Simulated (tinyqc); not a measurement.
Adding atomic layers: valley splitting of a silicon quantum well in envelope theory.

The well lies at 0 < z < L; U(z) = V0 [1/(1 + exp(z/w)) + 1/(1 + exp((L - z)/w))] - e F z, 1 mV/nm = 1e-4 eV/angstrom. The envelope psi solves -(c/ml) psi'' + U psi = E psi, c = hbar^2/2m0, by three-point differences on a grid of 0.1 angstrom from -40 to L + 40 angstrom. The two valleys at +/- k0 couple through D = C0 times the integral of exp(-i q z) U(z) psi^2, q = 2 k0 (2 pi/a), and split by Ev = 2|D|.

Constants: hbar^2/2m0 = 3.80998211 eV angstrom^2.

Inputs chosen for the exercise (near those of a strained Si well in SiGe; shifted at random, so the results belong to these values and not to a real crystal):
- V0 = 0.19 eV (conduction offset)
- ml = 0.918 m0 (mass along z)
- F = 7.6 mV/nm (field pressing towards the upper interface)
- k0 = 0.845 2 pi/a (valley position)
- a = 5.431 angstrom (lattice constant)
- C0 = 0.248 (Bloch overlap factor)
- Ls = (84, 85.4, 86.7, 88.1, 89.4, 90.8, 92.1, 93.5) angstrom (widths in steps of one atomic layer, a/4, rounded to the grid)
- F2 = 0 mV/nm (second field, zero or weak)
- w1 = 0.3 angstrom (interface width for this table)

The smooth splitting Ev = 2|D| with w = w1, at the field F2 and at F.

Results:
```
L (angstrom)  q L mod 2 pi  Ev at F2 (micro-eV)  Ev at F (micro-eV)
84.0                  0.87                0.831                 115
85.4                  3.61                 28.4                 115
86.7                  6.15                 12.7                 115
88.1                  2.61                 20.7                 115
89.4                  5.15                 21.1                 115
90.8                  1.60                 9.32                 115
92.1                  4.14                 23.4                 115
93.5                  0.60                 2.50                 115
```

At F2 the splitting swings between 0.831 and 28.4 micro-eV, a ratio of 34.2, as the two interfaces add with the phase q L, which advances on average by 2.65 rad a layer. At F the ratio is 1.00, where in the first row psi^2 at the upper interface is 839 times that at the lower one: one interface dominates and the interference fades.

Program tinyqc; command `OMP_NUM_THREADS=1 python tinyqc.py 1250058 1250059 out.jsonl`; about 0.1 s on one thread of a shared Intel(R) Xeon(R) Processor @ 2.30GHz.
